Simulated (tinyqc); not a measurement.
# Strain-driven roughening and islands of a mismatched epitaxial film, step by step

A worked calculation. Computed by tinyqc, a small Python program that keeps every step. Command: `OMP_NUM_THREADS=1 python tinyqc.py 3004949 3004950 out.jsonl island walk`. One thread of a shared host (Intel(R) Xeon(R) Processor @ 2.30GHz), about 0.01 s of CPU time with the checks. Intermediate numbers are printed to about 5 digits and carried at full precision; extremes and crossings named in words are read from the listed rows.

Film and substrate share isotropic elastic constants; the film is coherent and biaxially strained.

Inputs (values chosen for the exercise, modelled on Ge on Si):
```
quantity                                      value       unit
misfit |f|                                   0.0439          -
shear modulus G                                53.5        GPa
Poisson ratio nu                               0.27          -
surface energy gamma                           1.02      J/m^2
contact angle of the shallow shape theta_1     11.4    degrees
contact angle of the steep shape theta_2       32.8    degrees
facet energy of shape 1 over gamma            1.006          -
facet energy of shape 2 over gamma           0.9999          -
wetting energy gamma_s - gamma                 0.46      J/m^2
decay length of wetting delta                  0.27         nm
surface mobility D_s nu_s Omega^2/(k_B T)   2.1e-35  m^6/(J s)
initial ripple amplitude A0                    0.13         nm
ripple wavelength over the critical one         3.9          -
island volume V                                 730       nm^3
```

Transport: surface diffusion.

Constants: e = 1.602176634e-19 C.

## Elastic energy of the flat film

M = 2 G (1 + nu)/(1 - nu); stress = M f; energy density w = M f^2.

biaxial modulus M = 186.15 GPa

stress = 8.1720 GPa

energy density w = 358.75 MJ/m^3

## Asaro-Tiller-Grinfeld instability

A ripple A cos(k x) has the surface chemical potential per volume [gamma k^2 - 2 (1 + nu) w k] A cos(k x), so k_c = 2 (1 + nu) w/gamma. With surface diffusion the amplitude grows at the rate q = B k^2 [2 (1 + nu) w k - gamma k^2], fastest at k_m = (3/4) k_c. B is the surface mobility.

k_c = 0.89336 1/nm

critical wavelength = 7.0332 nm

fastest wavelength = 9.3776 nm

growth time 1/q at k_m = 0.69494 s

A ripple of A0 needs about 0.89 s to reach a twentieth of its wavelength. Caution: a wavelength of a few nanometres is at the limit of continuum theory, where steps and facets rule.

## A ripple of given wavelength

A ripple A cos(k x) has the surface chemical potential per volume [gamma k^2 - 2 (1 + nu) w k] A cos(k x), so k_c = 2 (1 + nu) w/gamma. With surface diffusion the amplitude grows at the rate q = B k^2 [2 (1 + nu) w k - gamma k^2], fastest at k_m = (3/4) k_c. B is the surface mobility. Stress at the trough = stress x (1 + 2 k A).

k = 0.22907 1/nm

rate q = 0.17103 1/s

q over the largest rate = 0.11885

stress concentration at A0 = 1.0596

The ripple grows.

## Wetting layer

The surface energy depends on thickness as gamma + (gamma_s - gamma) exp(-h/delta). Its curvature adds W2 = (gamma_s - gamma) exp(-h/delta)/delta^2 to the restoring terms; the flat film is stable while W2 > (1 + nu)^2 w^2/gamma, which gives h_c = delta ln[(gamma_s - gamma) gamma/(delta^2 (1 + nu)^2 w^2)], or 0 if negative.

wetting-layer thickness h_c = 0.92722 nm

Layer-by-layer growth up to h_c, then roughening: the Stranski-Krastanov mode.

## Island nucleation

Shallow faceted island (Tersoff form): E = 4 Gam V^(2/3) tan^(1/3)(theta) - 6 c V tan(theta), Gam = gamma [x/sin(theta) - 1/tan(theta)], x the facet energy over gamma, c = stress^2 (1 - nu)/(2 pi G). The barrier is the maximum of E, at V_c = [4 Gam/(9 c)]^3 / tan^2(theta) (1 GPa nm = 1 J/m^2).

c = 0.14503 GPa

Gam of shape 1 = 0.13277 J/m^2

critical volume, shape 1 = 1.6569 nm^3

barrier, shape 1 = 0.90724 eV

Gam of shape 2 = 0.30001 J/m^2

critical volume, shape 2 = 1.8713 nm^3

barrier, shape 2 = 3.2749 eV

The shallow shape has the lower barrier. Each barrier is a third of the surface term at V_c and scales as Gam^3/c^2, that is as f^(-4). Caution: a critical island of a few cubic nanometres holds a few hundred atoms at most, and edge energies, left out here, matter.

## Which shape at the volume V

The two energies cross at V_x^(1/3) = 4 [Gam_2 t2^(1/3) - Gam_1 t1^(1/3)]/(6 c (t2 - t1)), t = tan(theta); mu = dE/dV.

E of shape 1 = -641.84 eV

E of shape 2 = -2030.5 eV

crossing volume V_x = 6.6649 nm^3

jump of mu at V_x, shape 2 less shape 1 = -128.44 MJ/m^3

At V the steep shape is lower. At V_x the chemical potential drops, so islands that have turned steep grow at the cost of the shallow ones. Caution: the shallow-slope form overstates the relaxation of facets steeper than about 25 degrees.

## Scaling with the misfit

A ripple A cos(k x) has the surface chemical potential per volume [gamma k^2 - 2 (1 + nu) w k] A cos(k x), so k_c = 2 (1 + nu) w/gamma. With surface diffusion the amplitude grows at the rate q = B k^2 [2 (1 + nu) w k - gamma k^2], fastest at k_m = (3/4) k_c. V_c = [4 Gam/(9 c)]^3/tan^2(theta), barrier = (4/3) Gam V_c^(2/3) tan^(1/3)(theta); the growth time is 1/q at k_m.

Misfit scaled at fixed constants:
```
|f| (%)  fastest wavelength (nm)  growth time (s)  V_c of shape 1 (nm^3)  barrier of shape 1 (eV)
1.0975                    150.04       4.5544e+04             6.7867e+03               2.3225e+02
1.5365                     76.55       3.0861e+03             9.0134e+02               6.0458e+01
2.1950                     37.51       1.7790e+02             1.0604e+02               1.4516e+01
3.0730                     19.14       1.2055e+01             1.4083e+01               3.7786e+00
4.3900                      9.38       6.9494e-01             1.6569e+00               9.0724e-01
6.1460                      4.78       4.7089e-02             2.2005e-01               2.3616e-01
```

Halving the misfit stretches the wavelength 4 times, the barrier 16 times, the volume 64 times and the time 256 times: f^(-2), f^(-4), f^(-6), f^(-8). Over these rows the time spans 6.0 decades: strongly mismatched films tend to roughen first, while dilute alloys have time to stay flat. Rows with wavelengths under 10 nm or volumes under 5 nm^3 are beyond the continuum picture.

Checks made by the program: k_m against a numerical maximum of the rate (relative difference 5e-10).
